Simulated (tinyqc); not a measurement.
What moves the results: shallow acceptor in the spherical four-band model. A value that a table varies takes the place of the one given here.

The ground state 1S3/2 has an L = 0 part f(r) and an L = 2 part g(r). In units of Ry* and a*, with Gaussians f_i = exp(-a_i r^2), g_i = r^2 exp(-a_i r^2), A = a_i + a_j and I(n) = Gamma((n + 1)/2)/(2 A^((n + 1)/2)): S_ff = I(2), S_gg = I(6), H_ff = (6 a_i a_j/A) I(2) - 2 I(1), H_gg = (14 a_i a_j/A) I(6) - 2 I(5), H_fg = -mu [15 I(2) - 20 a_j I(4) + 4 a_j^2 I(6)]; each function is then normalised. The split-off band is left out.

Converged values use 22 exponents 2.2^i, i = -7 to 14, for f and for g.

Units Ry* = Ry/(g1 eps^2) and a* = a0 eps g1; mu = (6 g3 + 4 g2)/(5 g1) is the spherical heavy-light coupling and delta = (g3 - g2)/g1 the cubic term, which is left out.

Constants: Ry = 13.60569312 eV; a0 (Bohr radius) = 0.5291772105 angstrom.

Values chosen for the exercise (near those of a shallow acceptor in Si, where the small spin-orbit splitting and strong warping make this model rough; the results hold for these values, not for the real material):
```
symbol  value                                       unit      meaning
mus     (0.12, 0.31, 0.51, 0.59, 0.77, 0.83, 0.92)            couplings
rc      2                                           angstrom  radius of the central cell
Vs      (2, 0, -0.5, -1.5, -2.5, -3.5)              eV        central-cell strengths
g1      4.28                                                  Luttinger gamma1
g2      0.33                                                  gamma2
g3      1.43                                                  gamma3
eps     12.3                                                  dielectric constant
```

## Strength of the heavy-light coupling

Ry* = 21.0120 meV

Converged values in Ry* and a*; the heavy-mass hydrogen model gives 1/(1 - mu).

Results:
```
mu    binding (Ry*)  1/(1 - mu)  ratio  L = 2 weight  <r> (a*)  binding (meV)
0.12          1.013       1.136  0.892         0.006     1.484           21.3
0.31          1.095       1.449  0.756         0.041     1.389           23.0
0.51          1.315       2.041  0.644         0.114     1.187           27.6
0.59          1.478       2.439  0.606         0.155     1.072           31.0
0.77          2.296       4.348  0.528         0.274     0.720           48.2
0.83          2.966       5.882  0.504         0.324     0.568           62.3
0.92          5.863      12.500  0.469         0.408     0.298          123.2
```

The binding starts as 1 + O(mu^2), 1.013 at mu = 0.12, since the coupling enters in second order, and reaches 5.86 at mu = 0.92. The ratio to the heavy-mass model falls from 0.89 to 0.47, towards about 0.44 as mu goes to 1: the bound hole is only partly heavy. The L = 2 weight grows to 0.41 and the radius shrinks by a factor 5.0.

## Central-cell correction

mu = 0.46262
a* = 27.858 angstrom

A short-range term V exp(-r^2/rc^2) is added (negative: attracts the hole); its elements are V S (A/(A + 1/rc^2))^(3/2) for f and ^(7/2) for g, in the same units.

Results:
```
V (eV)  1S binding (meV)  2S binding (meV)  <r> (angstrom)  L = 2 weight
2.0                 24.5              6.90            37.0         0.092
0.0                 26.1              7.12            34.7         0.093
-0.5                26.7              7.19            33.9         0.094
-1.5                28.3              7.38            32.1         0.096
-2.5                30.7              7.65            29.7         0.097
-3.5                34.6              8.04            26.5         0.100
```

From V = 0 to -3.5 eV the 1S binding grows by 8.4 meV (32 %) and the 2S binding by 0.93 meV, so the chemical shift sits mainly in the ground state. A repulsion of 2 eV removes 1.7 meV. The slope is 3.89 meV per eV over the last step against 0.83 on the repulsive side, since attraction pulls the state into the cell: the route from a shallow to a deep level.

## What each parameter does

Converged values. Each row changes one parameter from the base and keeps the others.

Results:
```
case           mu  Ry* (meV)  binding (meV)  <r> (angstrom)
base        0.463      21.01          26.14            34.7
g1 = 4.62   0.429      19.47          23.39            38.6
g2 = 0.28   0.453      21.01          25.88            35.0
g3 = 1.32   0.432      21.01          25.33            35.7
eps = 11.3  0.463      24.90          30.97            31.9
```

The largest shifts from the base row, up to three for each result and ties (the steps differ in size, so this ranks the rows, not the parameters). mu: g1 -0.034, g3 -0.031, g2 -0.009; unchanged at the printed digits by eps. Ry* (meV): eps +3.88, g1 -1.55; unchanged at the printed digits by g2 and g3. binding (meV): eps +4.83, g1 -2.75, g3 -0.81. <r> (angstrom): g1 +3.9, eps -2.8, g3 +1.0. g1 acts twice: it lowers Ry* and it lowers mu.

(tinyqc, `OMP_NUM_THREADS=1 python tinyqc.py 1250643 1250644 out.jsonl`, Intel(R) Xeon(R) Processor @ 2.30GHz, 1 thread, shared host, about 0.05 s.)
